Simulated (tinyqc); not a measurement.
Interpolating the pair or each band alone: Wannier functions of a composite (isolated) pair of valence bands (bonds of an sp chain).

Each atom has a hybrid pointing left (<) and right (>). H(k): diagonal +V3 on A, -V3 on B; <A<|A>> = -V1a, <B<|B>> = -V1b, <A>|B<> = -V2, <B>|A<> = -V2p exp(ik); k in 1/a, Bloch sums with exp(ikR). The two lowest bands are filled. Trial functions in cell 0: g1 = cos(c) A> + sin(c) B<, and g2 = sin(c) B> + cos(c) A< of cell 1, whose Bloch vector has cos(c) exp(-ik) on A<. Projection A_mn = <psi_m|g_n>, S = A^+ A, Loewdin U = A S^(-1/2), Bloch-like states w_n = sum_m psi_m U_mn, H_W(k) = U^+ diag(E) U. P = sum_m |psi_m><psi_m| is free of phase choices, and S = g^+ P g, w = P g S^(-1/2).

Parameters, chosen for this exercise: V2 = 2.65 eV (coupling in the bond A-B inside the cell); V2p = 4.11 eV (coupling in the bond to the next cell); V1a = 1.3 eV (coupling of the two hybrids on A); V1b = 1.44 eV (the same on B); V3 = 0 eV (A at +V3, B at -V3); c = 65 degrees (trial bonds cos(c) on A, sin(c) on B).

Largest error on 25 points from 0 to pi. Pair: diagonalise the Hermitian part of sum_R exp(ikR) H(R) over the N cells nearest the origin, with H(R) the mean of exp(-ikR) H_W(k) on the mesh k = 2 pi j/N. Alone: the cosine series of each sorted band on the same mesh.

Errors (meV):

| N | pair | each band alone |
|---|---|---|
| 3 | 15.42680 | 61.87350 |
| 4 | 10.89929 | 9.93842 |
| 5 | 1.44450 | 13.05015 |
| 6 | 1.04684 | 1.65625 |
| 8 | 0.12292 | 0.44730 |
| 14 | 0.00029 | 0.00644 |

Give the missing row, N = 10.

Computed row:
```
N      pair  each band alone
10  0.01520          0.10116
```

smallest spacing of the two filled bands = 1.4667 eV

At N = 6 the pair errs by 1.0 meV and the single bands by 1.7; at N = 10, 0.015 against 0.10. Both fall exponentially: the pair at a rate tied to the gap to the empty bands (3.66 eV), the single bands at a slower one tied to their own spacing (1.467 eV at the closest). Not every column falls at every step, since even meshes hold k = pi and odd ones do not.

Computed by tinyqc, a small Python program: `OMP_NUM_THREADS=1 python tinyqc.py 1452261 1452262 out.jsonl` (the numbers bound the seed that draws the inputs); one thread of a shared host (Intel(R) Xeon(R) Processor @ 2.30GHz), about 0.3 s for the whole set of steps.
